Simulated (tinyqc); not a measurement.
Admittance spectroscopy and thermally stimulated current of one trap level in a depletion layer: one step, computed by the program tinyqc. Command: `OMP_NUM_THREADS=1 python tinyqc.py 3112695 3112696 out.jsonl admit walk`. One thread of a shared host (Intel(R) Xeon(R) Processor @ 2.30GHz), about 0.01 s of CPU time with the checks.

A Schottky junction on n-type material holds one donor-like electron trap; shallow donors are fully ionised and abrupt depletion edges are assumed.

Question. The capacitance step. With E_c - E_F = k_B T_p ln(N_c/N): lambda = sqrt(2 eps eps_0 (E_t - (E_c - E_F))/(e^2 N)); traps are empty and charged for x < x_t = w - lambda, and V_b = e (N w^2 + N_t x_t^2)/(2 eps eps_0). High frequency: C_hf = eps eps_0/w. Low frequency: C_lf = eps eps_0 (N + N_t)/(N w + N_t x_t).

Inputs (values chosen for the exercise, modelled on n-type beta-Ga2O3):
```
quantity                         value    unit
dielectric constant eps           10.1       -
shallow doping N                 1e+16  1/cm^3
trap density N_t               2.1e+15  1/cm^3
trap depth E_t below the band    0.584      eV
band bending V_b                   1.1       V
```

E_c - E_F = k_B T_p ln(N_c/N) = 0.1909270 eV

Constants: eps_0 = 8.8541878128e-12 F/m; e = 1.602176634e-19 C.

Give: lambda; depletion width w; crossing point x_t; C_hf; C_lf; step (C_lf - C_hf)/C_hf; small-N_t estimate (N_t/N)(lambda/w).

Answer.

lambda = 209.5 nm

depletion width w = 344.9 nm

crossing point x_t = 135.4 nm

C_hf = 25.93 nF/cm^2

C_lf = 28.99 nF/cm^2

step (C_lf - C_hf)/C_hf = 0.1178

small-N_t estimate (N_t/N)(lambda/w) = 0.1275

Reading N_t/N straight from the step would give 0.118 against the true 0.210: the factor lambda/w must be known.
